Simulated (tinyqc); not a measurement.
# MOS inversion layer, Poisson-Schroedinger loop: effect of the sheet density of depletion charge

Electrons confined at an insulator interface at z = 0, treated as a hard wall; parabolic valleys, Hartree approximation, no image or exchange terms. The depletion charge lies far deeper than the electrons and gives a uniform field q Nd/(eps0 eps_r); the gate balances all charge. Energies are counted from the band edge at the interface.

Schroedinger equation -(C/mz) psi'' + (V0 + U + dE for set B) psi = E psi, C = hbar^2/(2 m0), psi(0) = 0, on a uniform mesh of 800 nodes with a far wall at 110 nm, 8 levels a set; V0 = q Nd z/(eps0 eps_r); dU/dz = q (Ns - integral of n from 0 to z)/(eps0 eps_r), U(0) = 0; N_k = g md m0 q Vt/(pi hbar^2) ln(1 + exp((EF - E_k)/Vt)), g the number of valleys of the set, sum N_k = Ns. Triangular well: E_k = a_k (C F^2/mz)^(1/3), a_1 = 2.338107, a_2 = 4.087949, C = hbar^2/(2 m0), F in eV/nm. Fang-Howard (all electrons in the lowest level of set A): b^3 = 6 (mz1/C) q (Nd + 11 Ns/32)/(eps0 eps_r), centroid 3/b, level C b^2/(4 mz1) + (3/b) q (Nd + 11 Ns/16)/(eps0 eps_r). The centroid adds 3.9 z_av/eps_r to an oxide-equivalent thickness.

Values chosen for this exercise; masses and permittivity close to those of germanium (111):
- T = 300 K (temperature)
- eps_r = 16.1 (relative permittivity)
- mz1 = 1.59 m0 (mass along z of valley set A (1 valley(s)))
- md1 = 0.0822 m0 (in-plane density-of-states mass of set A)
- mz2 = 0.0911 m0 (mass along z of valley set B (3 valley(s)))
- md2 = 0.342 m0 (in-plane density-of-states mass of set B)
- Ns = 9e11 cm^-2 (sheet density of electrons)
- dE = 0 eV (extra shift of set B (strain))

Constants: q = 1.602176634e-19 C, kB = 1.380649e-23 J/K, hbar = 1.054571817e-34 J s, m0 = 9.1093837015e-31 kg, Vt = kB T/q, eps0 = 8.8541878128e-14 F/cm where lengths are in cm, hbar^2/(2 m0) = 0.0380998212 eV nm^2. Results are converted to the units shown.

Effect of the sheet density of depletion charge:
```
Nd (cm^-2)	A1 (meV)	B1 (meV)	EF (meV)	share of A1 (%)	share of set A (%)	centroid z_av (nm)	added oxide equivalent (nm)	Fang-Howard centroid (nm)
1e11	32.5	73.5	-13.9	15.1	33.9	9.85	2.39	2.86
1.7e11	34.0	77.0	-9.44	16.8	36.3	8.33	2.02	2.72
3.1e11	36.9	83.9	-1.37	20.2	40.6	6.55	1.59	2.49
5.3e11	41.2	94.7	9.63	25.5	46.3	5.13	1.24	2.25
9.4e11	48.8	114	26.7	34.9	55.4	3.84	0.930	1.97
1.6e12	60.0	143	48.6	49.0	67.9	2.81	0.682	1.71
2.9e12	79.7	195	80.8	70.4	85.1	1.87	0.452	1.44
5e12	108	269	117	88.3	96.5	1.29	0.312	1.22
```

Read the table: what changes, and by how much?

As Nd goes from 1e11 to 5e12, A1 rises from 32.5 to 108 meV, the share of A1 rises from 15.1 to 88.3 % and the centroid falls from 9.85 to 1.29 nm. A1 goes as Nd^(0.55) between the last two rows (a triangular well in the field of that charge alone gives 2/3). EF lies more than 2 meV above A1 for Nd = 5e12. The Fang-Howard centroid is 71 % below the full one in the first row, where A1 holds 15.1 %, and 5.4 % below it in the last, where A1 holds 88.3 %. For Nd = 1e11, 1.7e11, 3.1e11, 5.3e11 the eighth level of a set still holds over 0.4 % of the electrons, so more levels and a farther wall would raise the centroid.

Computed by the program tinyqc: `OMP_NUM_THREADS=1 python tinyqc.py 2160015 2160016 out.jsonl`, one thread of a shared Intel Xeon 2.30GHz, about 0.8 s for the whole run.
